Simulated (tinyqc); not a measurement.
Inside a calculation. Model: deep trap from a strong local potential in a two-band host (Koster-Slater model with semi-elliptic bands). Computed by tinyqc, a small Python program that keeps every step. Command: `OMP_NUM_THREADS=1 python tinyqc.py 3014712 3014713 out.jsonl deeptrap walk`. One thread of a shared host (Intel(R) Xeon(R) Processor @ 2.30GHz), about 0.03 s of CPU time with the checks. Intermediate numbers are printed to about 6 digits and carried at full precision; extremes and crossings named in words are read from the listed rows.

The valence band spans -2 W_v to 0 and the conduction band E_g to E_g + 2 W_c. The orbital at the impurity site has weight f_v in the valence band and 1 - f_v in the conduction band, each spread as a semi-ellipse (2/(pi W^2)) sqrt(W^2 - x^2) about the band centre. The impurity adds U to this orbital. Spin is left out.

Inputs (values chosen for the exercise, with a gap close to that of GaP):
```
quantity,value,unit
gap E_g,2.31,eV
half-width of the valence band W_v,2.7,eV
half-width of the conduction band W_c,2.2,eV
valence weight f_v of the site orbital,0.55,-
impurity potential U,-10.7,eV
levels per band n,3,-
trial energy E,0.979,eV
```

Impurity: attractive, donor-like.

## Green function at the trial energy

In the gap G(E) = f_v (2/W_v^2)[x - sqrt(x^2 - W_v^2)] - (1 - f_v)(2/W_c^2)[y - sqrt(y^2 - W_c^2)], x = E + W_v, y = E_g + W_c - E. The potential that would put a level at E is U = 1/G(E).

valence part = 0.178051 1/eV

conduction part = -0.143019 1/eV

G(E) = 0.0350321 1/eV

potential needed = 28.5453 eV

## Thresholds and the vacancy level

G falls across the gap from G(0) to G(E_g). A repulsive U binds if U > 1/G(0), an attractive one if U < 1/G(E_g); the vacancy level (U infinite) solves G(E) = 0 (bisection).

G(0) = 0.300861 1/eV

G(E_g) = -0.289917 1/eV

repulsive threshold = 3.32379 eV

attractive threshold = -3.44926 eV

vacancy level = 1.26746 eV

## The trap level

The trap level solves G(E) = 1/U (bisection). With D = -dG/dE = D_v + D_c, D_v = f_v (2/W_v^2)[x/sqrt(x^2 - W_v^2) - 1] and D_c = (1 - f_v)(2/W_c^2)[y/sqrt(y^2 - W_c^2) - 1], the weight on the impurity orbital is 1/(U^2 D) and the conduction-band character is D_c/D.

trap level E_t = 1.90716 eV

weight on the impurity orbital = 0.0442609

conduction-band character = 0.820966

depth below the conduction band = 0.402843 eV

The level comes down from the conduction band and has covered 39 % of the way to the vacancy level, which it can never pass; 96 % of the state lies on host orbitals.

## The same problem as a small matrix

Each band is replaced by n levels e_k = centre + W cos(k pi/(n + 1)) with weights w_k = f (2/(n + 1)) sin^2(k pi/(n + 1)), k = 1..n (valence first); H_kl = e_k delta_kl + U sqrt(w_k w_l).

host levels e_k (eV): [-0.79081, -2.70000, -4.60919, 6.06563, 4.51000, 2.95437]

weights w_k: [0.1375, 0.2750, 0.1375, 0.1125, 0.2250, 0.1125]

H (eV):
```
,1,2,3,4,5,6
1,-2.26206,-2.08066,-1.47125,-1.33080,-1.88203,-1.33080
2,-2.08066,-5.64250,-2.08066,-1.88203,-2.66159,-1.88203
3,-1.47125,-2.08066,-6.08044,-1.33080,-1.88203,-1.33080
4,-1.33080,-1.88203,-1.33080,4.86188,-1.70236,-1.20375
5,-1.88203,-2.66159,-1.88203,-1.70236,2.10250,-1.70236
6,-1.33080,-1.88203,-1.33080,-1.20375,-1.70236,1.75062
```

## Levels of the small matrix

Diagonalise H (2n rows). The trap level, between the highest valence and the lowest conduction e_k, is number n + 1 from below for an attractive impurity and number n for a repulsive one.

levels (eV): [-11.3773, -3.9798, -1.3283, 1.9310, 3.7157, 5.7687]

trap level of the matrix = 1.93099 eV

It misses the Green-function level by +0.0238 eV. The lone level at -11.38 eV is the hyperdeep partner, which holds a large part of the impurity orbital.

## Chemical trend: level against potential

U is 1.05, 1.2, 1.5, 2, 3, 5, 10 and 30 times the threshold, rounded to three digits; the largest values are formal and only show the vacancy limit.

Trend:
```
U (eV),E_t (eV),weight on the impurity,conduction character,E_t - vacancy level (eV)
-3.62,2.30874,0.0143206,0.994697,1.04128
-4.14,2.29293,0.0434144,0.978800,1.02547
-5.17,2.23403,0.0657263,0.948372,0.96657
-6.90,2.11680,0.0660984,0.901449,0.84934
-10.30,1.92528,0.0463761,0.828042,0.65782
-17.20,1.70254,0.0220184,0.738509,0.43508
-34.50,1.49680,0.0063465,0.650977,0.22934
-103.00,1.34622,0.0007571,0.584726,0.07876
```

dE_t/dU equals the weight on the impurity, which peaks at 0.066 (U = -6.90 eV) and falls to 7.6e-4 in the last row, so beyond the peak each further eV of potential moves the level less. The level nears the vacancy level, 1.267 eV, as 1/U: it is 0.229 eV away at 10 times the threshold and 0.079 eV at 30 times, and the state is then host-like.

## Opening the gap, as alloying or pressure does

The conduction band is shifted rigidly; widths, weights and U stay.

Against the gap:
```
E_g (eV),E_t (eV),depth below E_c (eV),conduction character
1.16,0.97380,0.186197,0.804236
1.50,1.24777,0.252228,0.807734
1.85,1.53137,0.318631,0.813005
2.08,1.71880,0.361196,0.816902
2.31,1.90716,0.402843,0.820966
2.66,2.19560,0.464401,0.827285
3.00,2.47792,0.522079,0.833425
3.70,3.06565,0.634346,0.845705
```

As the conduction band moves up by 2.540 eV the level follows by 2.092 eV, a mean slope of 0.82; the local slope is the conduction character. A shallow donor would follow with slope 1 and a shallow acceptor with slope 0.

Checks made by the program: closed form against a 4000-point quadrature of the densities of states (relative difference below 1e-10); 200 levels per band against the Green function (relative difference below 1e-10).
